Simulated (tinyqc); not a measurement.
Six-band Luttinger-Kohn model with strain, step by step. Values are carried at full precision from step to step, so a last printed digit may differ when a step is redone from the rounded ones.

Constants: hbar^2/2m0 = 3.80998211 eV angstrom^2.

Inputs chosen for the exercise (near those of Ge; the results hold for these values, not for the real material):
- C11 = 130.7 GPa
- C12 = 48.8 GPa
- C44 = 64.9 GPa
- load = uniaxial [111] (kind of stress)
- X = -1.99 GPa (stress)
- Dso = 0.285 eV (spin-orbit splitting)
- g1 = 13.3 (Luttinger gamma1)
- g2 = 4.22 (gamma2)
- g3 = 5.67 (gamma3)
- av = 1.22 eV (valence hydrostatic potential)
- b = -2.61 eV (tetragonal shear potential)
- d = -5.26 eV (trigonal shear potential)
- k = (0.027, 0.003, 0.008) 1/angstrom (wave vector)
- kmax = 0.03 1/angstrom (end of the path)

## Strain from a uniaxial [111] stress

s11 = (C11 + C12)/((C11 - C12)(C11 + 2 C12)), s12 = -C12/((C11 - C12)(C11 + 2 C12)), s44 = 1/C44; exx = s11 sxx + s12 (syy + szz) and cyclic, exy = s44 sxy/2; tension is positive. A uniaxial stress X along the unit vector n is s_ij = X n_i n_j.

s11, s12, s44 (1/TPa): 9.6001  -2.6099  15.4083

strain tensor:
```
           x          y          z
x  -0.002906  -0.005110  -0.005110
y  -0.005110  -0.002906  -0.005110
z  -0.005110  -0.005110  -0.002906
```

The volume changes by -0.872 %; there is shear in the cubic axes, so d enters.

## The terms P, Q, R, S at one k

P = c g1 k^2 - av tr(e); Q = c g2 (kx^2 + ky^2 - 2 kz^2) - (b/2)(exx + eyy - 2 ezz); R = c sqrt3 [-g2 (kx^2 - ky^2) + 2i g3 kx ky] + (sqrt3/2) b (exx - eyy) - i d exy; S = 2 c sqrt3 g3 (kx - i ky) kz - d (exz - i eyz); c = hbar^2/2m0, e the strain tensor (not engineering shear).

Form the four terms.

Terms (eV):
```
term             from k        from strain
P               0.04064            0.01063
Q               0.00981            0.00000
R     -0.02005+0.00606i          -0.02688i
S      0.01616-0.00180i  -0.02688+0.02688i
```

## The Hamiltonian

Six-band Luttinger-Kohn model in the basis |3/2,3/2>, |3/2,1/2>, |3/2,-1/2>, |3/2,-3/2>, |1/2,1/2>, |1/2,-1/2>, electron energies, zero at the top of the unstrained valence band. H = -[rows: (P+Q, -S, R, 0, -S/r2, r2 R); (-S*, P-Q, 0, R, -r2 Q, r32 S); (R*, 0, P-Q, S, r32 S*, r2 Q); (0, R*, S*, P+Q, -r2 R*, -S*/r2); (-S*/r2, -r2 Q, r32 S, -r2 R, P+Dso, 0); (r2 R*, r32 S*, r2 Q, -S/r2, 0, P+Dso)], r2 = sqrt(2), r32 = sqrt(3/2). Levels are twofold.

Each term is the sum of its two parts.

H(k) (eV), lower triangle (Hermitian):
```
                  3/2,3/2         3/2,1/2        3/2,-1/2         3/2,-3/2  1/2,1/2  1/2,-1/2
3/2,3/2           -0.0611
3/2,1/2   -0.0107-0.0251i         -0.0415
3/2,-1/2   0.0201-0.0208i               0         -0.0415
3/2,-3/2                0  0.0201-0.0208i  0.0107+0.0251i          -0.0611
1/2,1/2   -0.0076-0.0177i          0.0139  0.0131-0.0307i  -0.0284-0.0294i  -0.3363
1/2,-1/2   0.0284-0.0294i  0.0131+0.0307i         -0.0139  -0.0076+0.0177i        0   -0.3363
```

## Levels and their make-up

Diagonalise H. The weights add +m and -m and are averaged over each pair; m is taken along z.

levels from the top, each twofold (eV): -0.0020  -0.0900  -0.3468

weights:
```
               top  second  third
|3/2,+-3/2>  0.392   0.587  0.022
|3/2,+-1/2>  0.584   0.405  0.011
|1/2,+-1/2>  0.025   0.008  0.967
```

The top pair is 58 % |3/2,+-1/2>, the second pair is 59 % |3/2,+-3/2> and the third pair is 97 % |1/2,+-1/2>.

## Band edges at k = 0
Diagonalise H at k = 0. The weights add +m and -m (m along z) and are averaged over each pair.

edges from the top (eV): 0.0485  -0.0572  -0.3082

weights at k = 0:
```
               top  second  third
|3/2,+-3/2>  0.482   0.500  0.018
|3/2,+-1/2>  0.482   0.500  0.018
|1/2,+-1/2>  0.035   0.000  0.965
```

The stress splits the top two pairs by 105.7 meV, 4.09 times kT at 300 K (25.85 meV); the third lies 356.8 meV below the top, against Dso = 285 meV without stress.

## Polarisation of the edge transitions

In the basis X, Y, Z times spin, H(k = 0) has -Dso/3 + l exx + m (eyy + ezz) on the diagonal (cyclic) and n exy off it, l = av + 2 b, m = av - b, n = sqrt(3) d. Spin-orbit term (Dso/3) L.sigma on X, Y, Z with (L_k)_ij = -i epsilon_kij: <X+|H|Y+> = -i Dso/3, <X+|H|Z-> = Dso/3, <Y+|H|Z-> = -i Dso/3, <Z+|H|X-> = -Dso/3, <Z+|H|Y-> = i Dso/3, <X-|H|Y-> = i Dso/3, and their conjugates; + and - are the spin along z. The strength of a transition to an s-like conduction level for light polarised along the unit vector u is the weight of the orbital ux X + uy Y + uz Z in the valence state, summed over spin and averaged over the pair.

strain block of X, Y, Z (eV), lower triangle:
```
          X         Y         Z
X  -0.01063
Y   0.04656  -0.01063
Z   0.04656   0.04656  -0.01063
```

Relative strengths:
```
polarisation    top  second  third
[100]         0.333   0.333  0.333
[010]         0.333   0.333  0.333
[001]         0.333   0.333  0.333
[110]         0.581   0.167  0.252
[1-10]        0.086   0.500  0.414
[111]         0.829   0.000  0.171
```

The top pair is strongest for light along [111] (0.829) and weakest along [1-10] (0.086); without strain every direction has 1/3 on average over the fourfold top. For each polarisation the three pairs add up to 1.

## Hole masses at the edges

Curvature at k = 0: m/m0 = -2 c h^2/(E(h u) + E(-h u) - 2 E(0)) with h = 0.0002 1/angstrom along the unit vector u.

Hole masses (m0):
```
direction    top  second  third
[110]      0.046   0.131  0.095
[1-10]     0.205   0.053  0.062
[100]      0.075   0.075  0.075
[001]      0.075   0.075  0.075
```

Of the directions listed, the top pair is lightest along [110] (0.046) and heaviest along [1-10] (0.205). These masses hold only for hole energies well below the splitting of 106 meV.

## Bands along [110] and [001]

Six points from 0 to kmax in each direction.

Levels (eV):
```
direction  |k| (1/angstrom)      top   second    third  top, no stress  second, no stress
[110]                 0.000   0.0485  -0.0572  -0.3082          0.0000             0.0000
[110]                 0.006   0.0456  -0.0583  -0.3097         -0.0004            -0.0033
[110]                 0.012   0.0370  -0.0616  -0.3142         -0.0014            -0.0129
[110]                 0.018   0.0237  -0.0676  -0.3222         -0.0032            -0.0284
[110]                 0.024   0.0076  -0.0774  -0.3347         -0.0056            -0.0486
[110]                 0.030  -0.0091  -0.0919  -0.3528         -0.0087            -0.0722
[001]                 0.000   0.0485  -0.0572  -0.3082          0.0000             0.0000
[001]                 0.006   0.0467  -0.0590  -0.3101         -0.0007            -0.0030
[001]                 0.012   0.0415  -0.0646  -0.3157         -0.0027            -0.0118
[001]                 0.018   0.0334  -0.0741  -0.3254         -0.0060            -0.0260
[001]                 0.024   0.0231  -0.0877  -0.3399         -0.0107            -0.0452
[001]                 0.030   0.0115  -0.1053  -0.3600         -0.0167            -0.0682
```

## Checks

- Levels against the same model in the basis X, Y, Z times spin: they agree to 1e-10 or better.

Computed by tinyqc, a small Python program: `OMP_NUM_THREADS=1 python tinyqc.py 1051485 1051486 out.jsonl` (the numbers bound the seed that draws the inputs); one thread of a shared host (Intel(R) Xeon(R) Processor @ 2.30GHz), about 0.06 s for the whole set of steps.
